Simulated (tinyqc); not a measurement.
Stretching all distances: RHF, UHF, MP2, CISD and CCSD against full CI in the 6-31g basis, for H2, spin multiplicity 1. Computed by the program tinyqc with PySCF. All coordinates are multiplied by the scale. c0^2 is the weight of the RHF determinant in the lowest singlet FCI state (UHF is spin-contaminated and may lie near states of higher spin) and n(LUMO) the first natural occupation beyond the occupied space.

Geometry (angstrom):
```
atom       x       y       z
H     0.0000  0.0000  0.0000
H     0.0000  0.0000  0.6970
```

Full CI energy (hartree) and errors against it (kcal/mol):
```
scale  distance 1-2 (angstrom)    E(FCI)     RHF     UHF     MP2   CISD   CCSD  <S^2> UHF   c0^2  n(LUMO)
0.870                    0.606  -1.13394  13.840  13.840   3.859  0.000  0.000      0.000  0.989    0.015
1.070                    0.746  -1.15170  15.718  15.718   4.772  0.000  0.000      0.000  0.985    0.024
1.260                    0.878  -1.14316  17.768  17.768   5.900  0.000  0.000      0.000  0.980    0.037
1.460                    1.018  -1.12411  20.434  20.434   7.483  0.000  0.000      0.000  0.970    0.056
1.650                    1.150  -1.10338  23.612  23.612   9.445  0.000  0.000      0.000  0.958    0.081
2.040                    1.422  -1.06393  32.497  24.318  15.038  0.000  0.000      0.492  0.918    0.160
2.240                    1.561  -1.04748  38.358  20.547  18.724  0.000  0.000      0.662  0.889    0.218
```

Estimate the missing row, scale = 1.85.

Computed row:
```
scale  distance 1-2 (angstrom)    E(FCI)     RHF     UHF     MP2   CISD   CCSD  <S^2> UHF   c0^2  n(LUMO)
1.850                    1.289  -1.08214  27.752  25.998  12.043  0.000  0.000      0.251  0.940    0.116
```

UHF parts from RHF first at scale 1.85 of those listed, where <S^2> leaves zero. The weight c0^2 goes from 0.99 to 0.89 and n(LUMO) from 0.01 to 0.22: static correlation grows as the bonds break into open-shell fragments. The spread of the error along the curve, which distorts its shape, is CISD 0.0, CCSD 0.0, UHF 12.2, MP2 14.9, RHF 24.5 kcal/mol. With two electrons CISD and CCSD are exact.
